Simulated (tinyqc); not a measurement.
Printed widths: electron-beam lithography: double-Gaussian proximity function, edge placement and dose correction for parallel lines. Computed by tinyqc, a small Python program. Command: `OMP_NUM_THREADS=1 python tinyqc.py 3111003 3111004 out.jsonl proximity walk`. One thread of a shared host (Intel(R) Xeon(R) Processor @ 2.30GHz), about 0.01 s of CPU time with the checks.

Lines are infinitely long. Absorbed energy is counted so that the middle of a very large area written at dose 1 receives 1; the resist develops where it exceeds 1/2.

Inputs (values chosen for the exercise, of the order of those for 50 keV electrons in resist on silicon): forward range alpha = 0.012 micrometre; backscatter range beta = 9.6 micrometre; backscatter ratio eta = 0.84.

line widths (micrometre): 1.6  0.032  0.059  0.059  5.1

gaps between the lines (micrometre): 1.1  0.19  9  0.17

Method:
- The first line starts at x = 0; each next one starts after the width and the gap.
- f(r) = [exp(-r^2/alpha^2)/alpha^2 + eta exp(-r^2/beta^2)/beta^2]/(pi (1 + eta)). A line from a to b at dose d gives E(x) = d [S(alpha) + eta S(beta)]/(1 + eta), S(s) = [erf((b - x)/s) - erf((a - x)/s)]/2.
- M_ij is the mean of E at the two edges of line i from line j at dose 1.
- Uncorrected edge energies are M 1. Solve M d = 1/2 for the doses d that put the mean edge energy of every line at the threshold.
- Edges are the roots of E(x) = 1/2 between a line centre and the middle of the next gap. Three cases: dose 1 everywhere; one common dose equal to the mean of d; the corrected doses.

Lines (micrometre):
```
line  left edge  right edge   centre
1         0.000       1.600   0.8000
2         2.700       2.732   2.7160
3         2.922       2.981   2.9515
4        11.981      12.040  12.0105
5        12.210      17.310  14.7600
```

corrected doses: 1 1.50779, 2 1.46132, 3 1.45523, 4 1.20711, 5 1.22972

Width error, printed less drawn (nm):
```
line  drawn width (nm)   dose 1  mean dose  corrected
1                 1600  -14.496    -2.2976   4.70e-05
2                   32  -13.411    -1.4663   1.00e-06
3                   59  -13.180    -1.3522   2.00e-06
4                   59   -7.350     3.5142   1.00e-06
5                 5100   -7.685     3.2047   4.00e-05
```

With the common mean dose the errors span 5.8 nm. With corrected doses the largest error is below 0.01 nm.

Extremes, crossings and ranges named in words are read from the listed rows.
